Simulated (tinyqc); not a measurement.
What moves the zone average: special k points of the hexagonal lattice.

Lattice vectors in units of a: a1 = (1, 0), a2 = (-1/2, sqrt(3)/2); reciprocal vectors b_i with a_i . b_j = 2 pi delta_ij. Mesh: k = sum_i f_i b_i with f_i = (2 j_i + shift)/(2 N), j_i = 0 .. N-1. The point group of the lattice has 12 operations; only those that map the mesh onto itself are used.

A_m(k) = sum over the m-th star of lattice vectors R of cos(k . R), stars in order of length: m = 1: |R|^2 = 1, 6 vectors, such as (1, 1) in the basis a_i; m = 2: |R|^2 = 3, 6 vectors, such as (2, 1) in the basis a_i; m = 3: |R|^2 = 4, 6 vectors, such as (2, 2) in the basis a_i; m = 4: |R|^2 = 7, 12 vectors, such as (3, 2) in the basis a_i; m = 5: |R|^2 = 9, 6 vectors, such as (3, 3) in the basis a_i; m = 6: |R|^2 = 12, 6 vectors, such as (4, 2) in the basis a_i. The zone mean of every A_m is zero.

Test function, the lower band of a two-band insulator: E(k) = -sqrt(D^2 + (e0 - t A_1(k))^2).

Parameters, chosen for this exercise:
- D = 0.93 eV (half gap term)
- t = 0.53 eV (coupling)
- e0 = 1.66 eV (offset)
- N = 3 (points along each reciprocal vector)
- shift = 0 (half steps)

Mean of E over the mesh, and its error against the unshifted mesh with N = 96. Each row changes one parameter from the base and keeps the others.

Results:

| case | mean (eV) | error (meV) | irreducible points |
|---|---|---|---|
| base | -2.2177 | -51.88 | 3 |
| N = 4 | -2.1434 | 22.46 | 4 |
| shift = 1 | -2.1528 | 13.04 | 4 |
| D = 0.651 eV | -2.1090 | -71.77 | 3 |
| t = 0.689 eV | -2.4158 | -35.42 | 3 |

The largest shifts from the base row, up to three for each result and ties (the steps differ in size, so this ranks the rows, not the parameters). mean (eV): t -0.1981, D +0.1087, N +0.0743. error (meV): N +74.35, shift +64.93, D -19.88. irreducible points: N +1, shift +1; unchanged at the printed digits by D and t.

tinyqc: `OMP_NUM_THREADS=1 python tinyqc.py 1652766 1652767 out.jsonl`; about 0.2 s, one thread, shared Intel(R) Xeon(R) Processor @ 2.30GHz.
